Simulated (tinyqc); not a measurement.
Worked calculation: CIS and TDHF on RHF in the sto-3g basis, for BeH2, spin multiplicity 1. One step of it, computed by the program tinyqc.

Problem. TDHF (RPA) triplet states. B(ia,jb) = - (ib|ja); the squared energies are the eigenvalues of (A - B)(A + B); 1 hartree = 27.211386 eV.

CIS matrix A, triplet (hartree):
```
           1>4       1>5        1>6        1>7        2>4       2>5        2>6        2>7
1>4   4.172144  0.000000  -0.023452   0.000000   0.007682  0.000000  -0.000389   0.000000
1>5   0.000000  4.174632   0.000000   0.000000   0.000000  0.007382   0.000000   0.000000
1>6  -0.023452  0.000000   4.453395   0.000000  -0.000389  0.000000   0.006434   0.000000
1>7   0.000000  0.000000   0.000000   4.719135   0.000000  0.000000   0.000000   0.007785
2>4   0.007682  0.000000  -0.000389   0.000000   0.279010  0.000000  -0.002659   0.000000
2>5   0.000000  0.007382   0.000000   0.000000   0.000000  0.283700   0.000000   0.000000
2>6  -0.000389  0.000000   0.006434   0.000000  -0.002659  0.000000   0.436049   0.000000
2>7   0.000000  0.000000   0.000000   0.007785   0.000000  0.000000   0.000000   0.762163
3>4   0.000000  0.000000   0.000000   0.003025   0.000000  0.000000   0.000000   0.032923
3>5   0.000000  0.000000   0.000000   0.000000   0.000000  0.000000   0.000000   0.000000
3>6   0.000000  0.000000   0.000000  -0.009618   0.000000  0.000000   0.000000  -0.136041
3>7   0.003025  0.000000  -0.009618   0.000000   0.032923  0.000000  -0.136041   0.000000

          3>4       3>5        3>6        3>7
1>4  0.000000  0.000000   0.000000   0.003025
1>5  0.000000  0.000000   0.000000   0.000000
1>6  0.000000  0.000000   0.000000  -0.009618
1>7  0.003025  0.000000  -0.009618   0.000000
2>4  0.000000  0.000000   0.000000   0.032923
2>5  0.000000  0.000000   0.000000   0.000000
2>6  0.000000  0.000000   0.000000  -0.136041
2>7  0.032923  0.000000  -0.136041   0.000000
3>4  0.250791  0.000000   0.005188   0.000000
3>5  0.000000  0.257847   0.000000   0.000000
3>6  0.005188  0.000000   0.384603   0.000000
3>7  0.000000  0.000000   0.000000   0.702491
```

Two-electron integrals over orbitals (pq|rs), unique and non-zero (hartree):
```
(11|11) 2.271785    (21|11) -0.188680   (21|21) 0.024173    (22|11) 0.463909
(22|21) -0.005809   (22|22) 0.380500    (31|31) 0.005223    (32|31) 0.011574
(32|32) 0.159690    (33|11) 0.428141    (33|21) -0.002406   (33|22) 0.392136
(33|33) 0.415135    (41|11) 0.051661    (41|21) -0.006162   (41|22) 0.003747
(41|33) 0.002112    (41|41) 0.016598    (42|11) -0.025393   (42|21) 0.001912
(42|22) 0.010742    (42|33) 0.012553    (42|41) 0.013744    (42|42) 0.048258
(43|31) -0.000190   (43|32) 0.016918    (43|43) 0.015741    (44|11) 0.564206
(44|21) -0.007682   (44|22) 0.354182    (44|33) 0.339511    (44|41) -0.006200
(44|42) -0.032770   (44|44) 0.453720    (51|51) 0.015753    (52|51) 0.014971
(52|52) 0.047690    (53|53) 0.012921    (54|51) -0.004243   (54|52) -0.011296
(54|54) 0.026342    (55|11) 0.569182    (55|21) -0.007382   (55|22) 0.356956
(55|33) 0.339920    (55|41) 0.001705    (55|42) -0.012343   (55|44) 0.399476
(55|55) 0.449859    (61|11) -0.184714   (61|21) 0.024330    (61|22) -0.005349
(61|33) -0.002746   (61|41) -0.002729   (61|42) 0.004836    (61|44) -0.007468
(61|55) -0.005283   (61|61) 0.025406    (62|11) 0.129344    (62|21) -0.005861
(62|22) -0.014599   (62|33) -0.040217   (62|41) 0.004746    (62|42) -0.005502
(62|44) 0.054876    (62|55) 0.063204    (62|61) -0.003838   (62|62) 0.081088
(63|31) -0.000860   (63|32) -0.090715   (63|43) -0.014121   (63|63) 0.083368
(64|11) 0.023452    (64|21) 0.000389    (64|22) 0.002659    (64|33) -0.005188
(64|41) 0.013536    (64|42) 0.035938    (64|44) -0.002248   (64|55) 0.009460
(64|61) 0.003808    (64|62) 0.026301    (64|64) 0.042131    (65|51) 0.015732
(65|52) 0.045418    (65|54) -0.007103   (65|65) 0.047822    (66|11) 0.470126
(66|21) -0.006434   (66|22) 0.384313    (66|33) 0.392870    (66|41) 0.009975
(66|42) 0.029418    (66|44) 0.348480    (66|55) 0.358182    (66|61) -0.004084
(66|62) -0.019722   (66|64) 0.016960    (66|66) 0.409927    (71|31) 0.009841
(71|32) 0.018128    (71|43) -0.000724   (71|63) -0.000310   (71|71) 0.018732
(72|31) 0.004313    (72|32) -0.040425   (72|43) -0.014275   (72|63) 0.060702
(72|71) 0.008114    (72|72) 0.056946    (73|11) 0.147612    (73|21) -0.004244
(73|22) -0.001334   (73|33) -0.018589   (73|41) -0.000104   (73|42) -0.019949
(73|44) 0.066368    (73|55) 0.067642    (73|61) -0.003693   (73|62) 0.074800
(73|64) 0.013066    (73|66) -0.020888   (73|73) 0.086317    (74|31) -0.003025
(74|32) -0.032923   (74|43) 0.009840    (74|63) 0.020211    (74|71) -0.005169
(74|72) 0.005886    (74|74) 0.024092    (75|53) 0.013334    (75|75) 0.016832
(76|31) 0.009618    (76|32) 0.136041    (76|43) 0.018448    (76|63) -0.088275
(76|71) 0.015440    (76|72) -0.048916   (76|74) -0.027639   (76|76) 0.130145
(77|11) 0.551524    (77|21) -0.007785   (77|22) 0.405338    (77|33) 0.422121
(77|41) 0.001550    (77|42) 0.002521    (77|44) 0.381961    (77|55) 0.380131
(77|61) -0.007643   (77|62) -0.022043   (77|64) -0.006654   (77|66) 0.413978
(77|73) 0.001106    (77|77) 0.459999
```

Give: TDHF matrix B, triplet; squared energies w^2; TDHF energies from the positive w^2.

Solution.

TDHF matrix B, triplet (hartree):
```
         1>4      1>5      1>6      1>7      2>4      2>5      2>6      2>7
1>4  -0.0166   0.0000   0.0027   0.0000  -0.0137   0.0000  -0.0048   0.0000
1>5   0.0000  -0.0158   0.0000   0.0000   0.0000  -0.0150   0.0000   0.0000
1>6   0.0027   0.0000  -0.0254   0.0000  -0.0047   0.0000   0.0038   0.0000
1>7   0.0000   0.0000   0.0000  -0.0187   0.0000   0.0000   0.0000  -0.0081
2>4  -0.0137   0.0000  -0.0047   0.0000  -0.0483   0.0000   0.0055   0.0000
2>5   0.0000  -0.0150   0.0000   0.0000   0.0000  -0.0477   0.0000   0.0000
2>6  -0.0048   0.0000   0.0038   0.0000   0.0055   0.0000  -0.0811   0.0000
2>7   0.0000   0.0000   0.0000  -0.0081   0.0000   0.0000   0.0000  -0.0569
3>4   0.0000   0.0000   0.0000   0.0001   0.0000   0.0000   0.0000   0.0199
3>5   0.0000   0.0000   0.0000   0.0000   0.0000   0.0000   0.0000   0.0000
3>6   0.0000   0.0000   0.0000   0.0037   0.0000   0.0000   0.0000  -0.0748
3>7   0.0007   0.0000   0.0003   0.0000   0.0143   0.0000  -0.0607   0.0000

         3>4      3>5      3>6      3>7
1>4   0.0000   0.0000   0.0000   0.0007
1>5   0.0000   0.0000   0.0000   0.0000
1>6   0.0000   0.0000   0.0000   0.0003
1>7   0.0001   0.0000   0.0037   0.0000
2>4   0.0000   0.0000   0.0000   0.0143
2>5   0.0000   0.0000   0.0000   0.0000
2>6   0.0000   0.0000   0.0000  -0.0607
2>7   0.0199   0.0000  -0.0748   0.0000
3>4  -0.0157   0.0000   0.0141   0.0000
3>5   0.0000  -0.0129   0.0000   0.0000
3>6   0.0141   0.0000  -0.0834   0.0000
3>7   0.0000   0.0000   0.0000  -0.0863
```

squared energies w^2 (hartree^2): [0.0580, 0.0663, 0.0725, 0.0782, 0.1021, 0.1279, 0.5759, 0.6480, 17.3900, 17.4270, 19.8496, 22.2701]

TDHF energies from the positive w^2 (eV): [6.5515, 7.0076, 7.3288, 7.6085, 8.6929, 9.7335, 20.6502, 21.9051, 113.4752, 113.5957, 121.2347, 128.4139]
